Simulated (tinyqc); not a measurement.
# Inputs raised by 5 %, one at a time

Model: phonon transmission through an interface between two chains by Green functions. Computed by tinyqc, a small Python program. Command: `OMP_NUM_THREADS=1 python tinyqc.py 3007705 3007706 out.jsonl agf sens`. One thread of a shared host (Intel(R) Xeon(R) Processor @ 2.30GHz), about 0.03 s of CPU time with the checks.

Two semi-infinite chains (masses m_1, m_2; springs k_1, k_2), motion along the chain. The central region holds the end atom of each chain, joined by springs k_b. lambda = omega^2 in eV/(angstrom^2 u); nu = 15.6333042 THz x sqrt(lambda).

Inputs (values chosen for the exercise, for two model chains): mass m_1 = 77.9 u; spring k_1 = 2.21 eV/angstrom^2; mass m_2 = 288 u; spring k_2 = 4.24 eV/angstrom^2; junction spring k_b = 0.367 eV/angstrom^2; probe frequency / lower band top = 0.42; temperature T = 50 K.

Atoms in the interlayer: none.

Constants: nu for 1 eV/(angstrom^2 u) = 15.6333042 THz; h x 1 THz = 4.135667696 meV; k_B = 8.617333262e-05 eV/K; k_B = 1.380649e-23 J/K; h = 6.62607015e-34 J s.

Method:
- nu_max = 15.6333042 THz x 2 sqrt(k/m); impedance Z = sqrt(k m); long-wave transmission 4 Z_1 Z_2/(Z_1 + Z_2)^2; the probe frequency is the given share of the lower band top.
- In chain i, sin(q_i a/2) = nu/nu_max,i. An outgoing wave makes the next atom move as exp(i q_i a) times the end atom, so the lead adds the self-energy Sigma_i = -k_i exp(i q_i a) to the force-constant matrix; Gamma_i = -2 Im Sigma_i = 2 k_i sin(q_i a).
- A = lambda M - K - Sigma over the central atoms, with K_ii the sum of the springs at i, K_(i,i+1) = -k_b; G = inverse of A; transmission = Gamma_1 Gamma_2 |G_(first,last)|^2.
- Landauer conductance G = k_B int tau(nu) x^2 e^x/(e^x - 1)^2 d nu, x = h nu/(k_B T), from 0 to the lower band top (240 Gauss-Legendre points in s from 0 to 1, nu = nu_top sin(pi s/2)); tau is the transmission, and its thermal mean is G over the value for tau = 1 in the same window; the quantum is g_0 = pi^2 k_B^2 T/(3 h).

Runs:
```
input moved                           from       to  conductance G (pW/K)  thermal mean of the transmission  long-wave transmission  transmission
base run                                 -        -                9.1335                           0.23634                 0.79385       0.11001
mass m_1 (u)                          77.9   81.795                9.1046                           0.23560                 0.80260       0.10768
spring k_1 (eV/angstrom^2)            2.21   2.3205                9.0841                           0.23507                 0.80260       0.10726
mass m_2 (u)                           288    302.4                8.9654                           0.23487                 0.78501       0.11235
spring k_2 (eV/angstrom^2)            4.24    4.452                8.9896                           0.22986                 0.78501       0.10249
junction spring k_b (eV/angstrom^2)  0.367  0.38535                9.5298                           0.24660                 0.79385       0.12102
temperature T (K)                       50     52.5                9.1847                           0.23209                 0.79385       0.11001
```

Exponents ln(y'/y) / ln(x'/x):
```
input                conductance G  thermal mean of the transmission  long-wave transmission  transmission
mass m_1                    -0.065                            -0.065                   0.225        -0.439
spring k_1                  -0.111                            -0.111                   0.225        -0.518
mass m_2                    -0.381                            -0.128                  -0.229         0.432
spring k_2                  -0.326                            -0.570                  -0.229        -1.451
junction spring k_b          0.871                             0.871                   0.000         1.956
temperature T                0.115                            -0.373                   0.000         0.000
```

Among the inputs moved here: conductance G answers most in size to junction spring k_b (exponent +0.871), next to mass m_2 (-0.381). Thermal mean of the transmission answers most in size to junction spring k_b (exponent +0.871), next to spring k_2 (-0.570). Long-wave transmission answers most in size to spring k_2 (exponent -0.229), and about equally to mass m_2 (-0.229), spring k_1 (+0.225), mass m_1 (+0.225); its exponent is below 0.0005 for junction spring k_b, temperature T. Its exponent 0.000 in junction spring k_b: long waves do not see the junction. Transmission answers most in size to junction spring k_b (exponent +1.956), next to spring k_2 (-1.451); its exponent is below 0.0005 for temperature T.
